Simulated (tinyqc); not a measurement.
Which input was changed? Model: two-valley model of the transferred-electron effect. Computed by tinyqc, a small Python program. Command: `OMP_NUM_THREADS=1 python tinyqc.py 3031778 3031779 out.jsonl gunn which`. One thread of a shared host (Intel(R) Xeon(R) Processor @ 2.30GHz), about 0.09 s of CPU time with the checks.

Both kinds of valley share one electron temperature T_e, and each has a constant mobility.

Inputs (values chosen for the exercise, modelled on In0.53Ga0.47As):

| quantity | value | unit |
|---|---|---|
| central-valley mass m1 | 0.043 | m_0 |
| satellite-valley mass m2 | 0.25 | m_0 |
| satellite valleys Z | 4 | - |
| valley separation dE | 0.57 | eV |
| central-valley mobility mu1 | 10000 | cm^2/(V s) |
| satellite-valley mobility mu2 | 220 | cm^2/(V s) |
| energy relaxation time tau_E | 1.2 | ps |
| lattice temperature T | 150 | K |
| electric field F | 0.96 | kV/cm |
| mixing | 0.1 | - |
| iteration cap | 600 | - |

Solver: damped fixed point.

Constants: k_B = 8.617333262e-05 eV/K.

Method:
- Density-of-states ratio R = Z (m2/m1)^(3/2); n2/n1 = R exp(-dE/(k_B T_e)); mean mobility mu = (mu1 + mu2 n2/n1)/(1 + n2/n1); energy balance e mu F^2 = (3/2) k_B (T_e - T)/tau_E; v = mu F.
- Fixed point from T_e = T: T_out = T + (2/3) e mu(T_e) F^2 tau_E/k_B, T_new = T_e + mixing (T_out - T_e); stop when |T_out - T_e| is below 1e-6 K.
- Using T_e as the parameter, F(T_e) = sqrt(3 k_B (T_e - T)/(2 e mu tau_E)) and v = mu F; find the first maximum and the next minimum of v, and the most negative dv/dF between them.

Question. One of these inputs alone was changed, within the range given: central-valley mass m1 (0.0215 to 0.086); satellite-valley mass m2 (0.125 to 0.5); central-valley mobility mu1 (5000 to 2e+04); electric field F (0.48 to 1.92). Which one, and to what value?

Results:

| run | drift velocity (1e7 cm/s) | electron temperature T_e (K) | peak velocity (1e7 cm/s) |
|---|---|---|---|
| before | 0.960000 | 235.5578 | 3.049276 |
| after | 1.270000 | 299.7354 | 3.049276 |

Answer.

Each candidate set to reproduce drift velocity, and what it then gives:

| candidate | range searched | value needed | electron temperature T_e (K) | peak velocity (1e7 cm/s) |
|---|---|---|---|---|
| central-valley mass m1 (m_0) | 0.0215 to 0.086 | no effect | - | - |
| satellite-valley mass m2 (m_0) | 0.125 to 0.5 | no effect | - | - |
| central-valley mobility mu1 (cm^2/(V s)) | 5000 to 2e+04 | 13230 | 263.19 | 3.5046 |
| electric field F (kV/cm) | 0.48 to 1.92 | 1.270 | 299.74 | 3.0493 |

Only electric field F fits every result: it went from 0.96 to 1.27 kV/cm. The next best candidate, central-valley mobility mu1, misses one result by 15 %.
